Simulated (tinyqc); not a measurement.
Heisenberg magnet: exchange from energy differences, ordering vector, linear spin waves and ordering temperature. Changing the exchange J2. Computed by tinyqc, a small Python program. Command: `OMP_NUM_THREADS=1 python tinyqc.py 3030424 3030425 out.jsonl magnon sweep`. One thread of a shared host (Intel(R) Xeon(R) Processor @ 2.30GHz), about 3 s of CPU time with the checks.

H = -sum over pairs <ij> J_ij S_i.S_j - K sum_i (S_i^z)^2, each pair once, J > 0 ferromagnetic. First neighbours: 12 at a (0.5, 0.5, 0), second: 6 at a (1, 0, 0), with all permutations and signs.

Inputs (values chosen for the exercise, for a model magnet):
```
quantity                 value      unit
exchange J1               2.77       meV
spin S                     1.5         -
single-ion anisotropy K   0.14       meV
lattice constant a        4.76  angstrom
mesh divisions n            24         -
temperature T               94         K
```

Lattice: fcc. Order: ferromagnetic.

wave vector q (2 pi/a): 0.21  0.22  0.13

Constants: h x 1 THz = 4.135667696 meV; k_B = 8.617333262e-05 eV/K.

Method:
- J(q) = J1 g1(q) + J2 g2(q), g_s(q) = sum over shell s of cos(q.R).
- g_s(q) = sum over shell s of cos(q.R), z1 = g1(0). E(q) = S [J(0) - J(q)] + (2S - 1) K, J(q) = J1 g1 + J2 g2. The factor 2S - 1 removes the anisotropy for S = 1/2.
- sum R_x^2 over the shells is s1 = 2 a^2 and s2 = 2 a^2. E = gap + D q^2 with D = (S/2)(J1 s1 + J2 s2) and gap = (2S - 1) K.
- Mesh: q = sum_i (m_i + 1/2)/n b_i, m_i = 0..n-1, b = [[-1, 1, 1], [1, -1, 1], [1, 1, -1]] in 2 pi/a; <..> is the mean over the mesh.
- n = 1/(exp(E/(k_B T)) - 1); no zero-point loss; thermal loss <n>; moment = S less the losses.
- K left out. Mean field: k_B T = S (S + 1) J(Q)/3 at the ordering vector Q; random-phase (Tyablikov): k_B T = [S (S + 1)/3] / <1/(J(Q) - J(q))>; Curie-Weiss theta = S (S + 1) J(0)/(3 k_B).

One run for each value; columns: (1) exchange J2 (meV); (2) stiffness D (meV angstrom^2); (3) mean-field ordering temperature (K); (4) E(q) (meV); (5) thermal loss; (6) zero-point loss:
```
(1)        (2)     (3)     (4)      (5)  (6)
-1.500   43.16  351.62   7.759  0.10637    0
-1.200   53.36  377.73   9.451  0.08121    0
-0.940   62.20  400.36  10.916  0.06598    0
-0.650   72.05  425.60  12.552  0.05355    0
-0.069   91.80  476.16  15.827  0.03736    0
0.220   101.62  501.32  17.457  0.03196    0
0.510   111.48  526.56  19.092  0.02767    0
0.800   121.33  551.79  20.727  0.02423    0
1.100   131.53  577.91  22.418  0.02133    0
1.400   141.72  604.02  24.110  0.01894    0
```

Give the missing row, exchange J2 (meV) = -0.360.

Computed row; columns: (1) exchange J2 (meV); (2) stiffness D (meV angstrom^2); (3) mean-field ordering temperature (K); (4) E(q) (meV); (5) thermal loss; (6) zero-point loss:
```
(1)       (2)     (3)     (4)      (5)  (6)
-0.360  81.91  450.84  14.187  0.04436    0
```

Interpolating between the two neighbouring rows (linearly) misses most in thermal loss, by 2.5 %. Over the rows, stiffness D (meV angstrom^2) rises from 43.2 to 142; mean-field ordering temperature (K) rises from 352 to 604; E(q) (meV) rises from 7.76 to 24.1. An antiferromagnetic J2 joins parallel spins and so frustrates this order: from the last row to the first the long-wave coefficient shrinks by a factor 3.28, the mean-field temperature by 1.72.
